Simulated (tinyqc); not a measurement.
Inside a calculation. Method: MP2 on RHF in the cc-pvdz basis, for He, spin multiplicity 1. Computed by tinyqc, a small Python program that keeps every step (integrals from PySCF). Settings: charge = 0, multiplicity = 1, basis = cc-pvdz, method = RHF, energy threshold = 1e-10, iteration cap = 70, orthogonalisation = symmetric, start = Wolfsberg-Helmholz matrix, DIIS depth = 6. Command: `OMP_NUM_THREADS=1 python tinyqc.py 28787 28788 out.jsonl` (the two numbers bound the seeds that draw the settings). One thread of a shared host (Intel(R) Xeon(R) Processor @ 2.60GHz), about 0.06 s of CPU time with the checks. The early iterations of the SCF are left out here.

## One-electron integrals

Geometry (angstrom):

| atom | x | y | z |
|---|---|---|---|
| He | 0.000000 | 0.000000 | 0.000000 |

Basis cc-pvdz: exponents (1/bohr^2) and contraction coefficients of normalised primitives:

| element | l (shell) | exponent | coefficient |
|---|---|---|---|
| He | s (1) | 38.360000 | 0.040176 |
| He | s (1) | 5.770000 | 0.261368 |
| He | s (1) | 1.240000 | 0.793071 |
| He | s (2) | 0.297600 | 1.000000 |
| He | p (3) | 1.275000 | 1.000000 |

Overlap, kinetic and nuclear-attraction integrals over the contracted functions; the nuclear repulsion is the sum of Za Zb / Rab.

nuclear repulsion = 0 hartree

overlap S:
```
           1He 1s    1He 2s   1He 2px   1He 2py   1He 2pz
1He 1s   1.000000  0.634168  0.000000  0.000000  0.000000
1He 2s   0.634168  1.000000  0.000000  0.000000  0.000000
1He 2px  0.000000  0.000000  1.000000  0.000000  0.000000
1He 2py  0.000000  0.000000  0.000000  1.000000  0.000000
1He 2pz  0.000000  0.000000  0.000000  0.000000  1.000000
```

kinetic energy T (hartree):
```
           1He 1s    1He 2s   1He 2px   1He 2py   1He 2pz
1He 1s   2.922435  0.466660  0.000000  0.000000  0.000000
1He 2s   0.466660  0.446400  0.000000  0.000000  0.000000
1He 2px  0.000000  0.000000  3.187500  0.000000  0.000000
1He 2py  0.000000  0.000000  0.000000  3.187500  0.000000
1He 2pz  0.000000  0.000000  0.000000  0.000000  3.187500
```

nuclear attraction V (hartree):
```
            1He 1s     1He 2s    1He 2px    1He 2py    1He 2pz
1He 1s   -4.802688  -2.012449   0.000000   0.000000   0.000000
1He 2s   -2.012449  -1.741071   0.000000   0.000000   0.000000
1He 2px   0.000000   0.000000  -2.402503   0.000000   0.000000
1He 2py   0.000000   0.000000   0.000000  -2.402503   0.000000
1He 2pz   0.000000   0.000000   0.000000   0.000000  -2.402503
```

core Hamiltonian H = T + V (hartree):
```
            1He 1s     1He 2s   1He 2px   1He 2py   1He 2pz
1He 1s   -1.880253  -1.545789  0.000000  0.000000  0.000000
1He 2s   -1.545789  -1.294671  0.000000  0.000000  0.000000
1He 2px   0.000000   0.000000  0.784997  0.000000  0.000000
1He 2py   0.000000   0.000000  0.000000  0.784997  0.000000
1He 2pz   0.000000   0.000000  0.000000  0.000000  0.784997
```

## Two-electron integrals

Functions are numbered as in S; the eight-fold symmetry (ij|kl) = (ji|kl) = (kl|ij) leaves the list below.

Two-electron integrals (ij|kl) in chemists' order, unique and non-zero (hartree):
```
(11|11) 1.543036   (21|11) 0.784979   (21|21) 0.426774   (22|11) 0.803460
(22|21) 0.475908   (22|22) 0.615562   (31|31) 0.177307   (32|31) 0.142524
(32|32) 0.130008   (33|11) 1.099799   (33|21) 0.627782   (33|22) 0.734404
(33|33) 1.040531   (41|41) 0.177307   (42|41) 0.142524   (42|42) 0.130008
(43|43) 0.063706   (44|11) 1.099799   (44|21) 0.627782   (44|22) 0.734404
(44|33) 0.913119   (44|44) 1.040531   (51|51) 0.177307   (52|51) 0.142524
(52|52) 0.130008   (53|53) 0.063706   (54|54) 0.063706   (55|11) 1.099799
(55|21) 0.627782   (55|22) 0.734404   (55|33) 0.913119   (55|44) 0.913119
(55|55) 1.040531
```

## Orthogonalisation

S = U s U^T; symmetric (Loewdin) form X = U s^(-1/2) U^T, so that X^T S X = 1.

eigenvalues of S: 0.365832  1.000000  1.000000  1.000000  1.634168

X:
```
            1He 1s     1He 2s   1He 2px   1He 2py   1He 2pz
1He 1s    1.217794  -0.435533  0.000000  0.000000  0.000000
1He 2s   -0.435533   1.217794  0.000000  0.000000  0.000000
1He 2px   0.000000   0.000000  1.000000  0.000000  0.000000
1He 2py   0.000000   0.000000  0.000000  1.000000  0.000000
1He 2pz   0.000000   0.000000  0.000000  0.000000  1.000000
```

## Iteration 9 (converged): orbitals

converged F (hartree):
```
            1He 1s     1He 2s   1He 2px   1He 2py   1He 2pz
1He 1s   -0.550426  -0.999872  0.000000  0.000000  0.000000
1He 2s   -0.999872  -0.428819  0.000000  0.000000  0.000000
1He 2px   0.000000   0.000000  2.524372  0.000000  0.000000
1He 2py   0.000000   0.000000  0.000000  2.524372  0.000000
1He 2pz   0.000000   0.000000  0.000000  0.000000  2.524372
```

Diagonalise F' = X^T F X, C = X C', fill 1 alpha and 1 beta electrons from the bottom; D = 2 C_occ C_occ^T. Each column has its largest component positive (the first on a tie).

F' = X^T F X (hartree):
```
           1          2         3         4         5
1   0.163007  -1.153116  0.000000  0.000000  0.000000
2  -1.153116   0.320286  0.000000  0.000000  0.000000
3   0.000000   0.000000  2.524372  0.000000  0.000000
4   0.000000   0.000000  0.000000  2.524372  0.000000
5   0.000000   0.000000  0.000000  0.000000  2.524372
```

orbital energies (hartree): MO1 -0.914148, MO2 1.397442, MO3 2.524372, MO4 2.524372, MO5 2.524372

coefficients C:
```
              MO1        MO2       MO3       MO4       MO5
1He 1s   0.592616  -1.149573  0.000000  0.000000  0.000000
1He 2s   0.513027   1.187231  0.000000  0.000000  0.000000
1He 2px  0.000000   0.000000  1.000000  0.000000  0.000000
1He 2py  0.000000   0.000000  0.000000  1.000000  0.000000
1He 2pz  0.000000   0.000000  0.000000  0.000000  1.000000
```

D after iteration 9:
```
           1He 1s    1He 2s   1He 2px   1He 2py   1He 2pz
1He 1s   0.702388  0.608056  0.000000  0.000000  0.000000
1He 2s   0.608056  0.526393  0.000000  0.000000  0.000000
1He 2px  0.000000  0.000000  0.000000  0.000000  0.000000
1He 2py  0.000000  0.000000  0.000000  0.000000  0.000000
1He 2pz  0.000000  0.000000  0.000000  0.000000  0.000000
```

Within a degenerate level the vectors are fixed only up to a rotation; this is one choice.

## Convergence

Stop when the energy changes by less than 1e-10 hartree and every element of the error matrix X^T (F D S - S D F) X is below 3e-06.

Course of the cycle:

| iteration | E (hartree) | change | largest element of the error matrix |
|---|---|---|---|
| 1 | -2.80262184 | - | 4.66e-01 |
| 2 | -2.85482838 | -5.22e-02 | 3.76e-02 |
| 3 | -2.85516047 | -3.32e-04 | 1.56e-04 |
| 4 | -2.85516048 | -4.54e-09 | 7.10e-05 |
| 5 | -2.85516048 | -6.87e-10 | 4.59e-05 |
| 6 | -2.85516048 | -2.24e-10 | 3.39e-05 |
| 7 | -2.85516048 | -1.00e-10 | 2.69e-05 |
| 8 | -2.85516048 | -1.69e-10 | 1.96e-08 |
| 9 | -2.85516048 | 8.88e-16 | 2.84e-11 |

PySCF RHF in the same basis = -2.85516048 hartree

Converged in 9 iterations.

## Integrals over molecular orbitals

(pq|rs) = sum C_ip C_jq C_kr C_ls (ij|kl), one index at a time.

one-electron integrals over orbitals h = C^T H C (hartree):
```
           1          2         3         4         5
1  -1.941013   0.316447  0.000000  0.000000  0.000000
2   0.316447  -0.090238  0.000000  0.000000  0.000000
3   0.000000   0.000000  0.784997  0.000000  0.000000
4   0.000000   0.000000  0.000000  0.784997  0.000000
5   0.000000   0.000000  0.000000  0.000000  0.784997
```

Two-electron integrals over orbitals (pq|rs), unique and non-zero (hartree):
```
(11|11) 1.026865    (21|11) -0.316447   (21|21) 0.227505    (22|11) 0.857592
(22|21) -0.255195   (22|22) 0.765495    (31|31) 0.183149    (32|31) -0.025386
(32|32) 0.028529    (33|11) 0.961262    (33|21) -0.230485   (33|22) 0.774953
(33|33) 1.040531    (41|41) 0.183149    (42|41) -0.025386   (42|42) 0.028529
(43|43) 0.063706    (44|11) 0.961262    (44|21) -0.230485   (44|22) 0.774953
(44|33) 0.913119    (44|44) 1.040531    (51|51) 0.183149    (52|51) -0.025386
(52|52) 0.028529    (53|53) 0.063706    (54|54) 0.063706    (55|11) 0.961262
(55|21) -0.230485   (55|22) 0.774953    (55|33) 0.913119    (55|44) 0.913119
(55|55) 1.040531
```

## Second-order Moller-Plesset energy

Hartree-Fock energy = -2.85516048 hartree

E2 = sum_ijab (ia|jb) [2 (ia|jb) - (ib|ja)] / (e_i + e_j - e_a - e_b) over occupied i, j and virtual a, b; the opposite-spin part is (ia|jb)^2 / denominator, the rest is same-spin, and SCS-MP2 scales them by 6/5 and 1/3.

Terms:

| i | j | a | b | (ia\|jb) | (ib\|ja) | denominator | term |
|---|---|---|---|---|---|---|---|
| 1 | 1 | 2 | 2 | 0.227505 | 0.227505 | -4.623179 | -0.011195 |
| 1 | 1 | 3 | 3 | 0.183149 | 0.183149 | -6.877040 | -0.004878 |
| 1 | 1 | 4 | 4 | 0.183149 | 0.183149 | -6.877040 | -0.004878 |
| 1 | 1 | 5 | 5 | 0.183149 | 0.183149 | -6.877040 | -0.004878 |

Pair energies (hartree; pair i-j sums ij and ji):

| pair | opposite spin | same spin |
|---|---|---|
| 1-1 | -0.025828 | 0.000000 |

MP2 correlation energy = -0.02582834 hartree

SCS-MP2 correlation energy = -0.03099401 hartree

MP2 total energy = -2.88098882 hartree
